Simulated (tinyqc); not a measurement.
From results back to parameters: thin-film optics by transfer matrices. Two cases, with inputs chosen for the exercise.

Problem. One transparent film on the substrate, in air; its thickness is hidden and lies within the first period.

Indices N = n + i k. Snell: N0 sin(theta) = N_j sin(theta_j), with Im(N_j cos theta_j) >= 0. Admittance y_j = N_j cos theta_j for s and N_j/cos theta_j for p. Phase delta_j = 2 pi N_j cos theta_j d_j/lambda. Layer matrix [[cos delta, -i sin delta/y], [-i y sin delta, cos delta]], multiplied from the top down to M. (B, C) = M (1, y_sub); r = (y0 B - C)/(y0 B + C), R = |r|^2, T = 4 Re y0 Re y_sub/|y0 B + C|^2, absorbed in the films 1 - R - T.

Ellipsometry: rho = tan(Psi) exp(i Delta) = -conj(r_p/r_s) with the r of the admittance formula, Delta in 0 to 360 degrees, so that a bare dielectric at small angles gives Delta = 180.

Case 1.

Values chosen (indices near those of resist on Si; the results hold for these values, not for the real material): lam = 633 nm (vacuum wavelength); n0 = 1 (ambient index); n = (1.619, 3.892) (n of resist, substrate); k = (0, 0.02) (k in the same order); theta_e = 75 degrees (angle of the ellipsometer).

Psi = 22.367 degrees
Delta = 67.970 degrees

Case 2.

Values chosen (indices near those of SiO2 on Si; the results hold for these values, not for the real material): lam = 248 nm (vacuum wavelength); n0 = 1 (ambient index); n = (1.488, 1.593) (n of SiO2, substrate); k = (0, 3.54) (k in the same order); theta_e = 60 degrees (angle of the ellipsometer).

Psi = 36.937 degrees
Delta = 164.554 degrees

Find: period; d.

Solution. Psi and Delta repeat with the period lambda/(2 sqrt(n^2 - sin^2 theta)); within one period they trace a closed curve once, and a scan of d finds the one point that matches both. Adding whole periods gives the same angles.

Case 1.

period = 243.6 nm
d = 41.2 nm

Case 2.

period = 102.5 nm
d = 92.3 nm

Computed by tinyqc, one run a case: `OMP_NUM_THREADS=1 python tinyqc.py N N+1 out.jsonl` with N = 1680722, 1680907; one thread of a shared Intel(R) Xeon(R) Processor @ 2.30GHz, about 0.02 s a run at most.
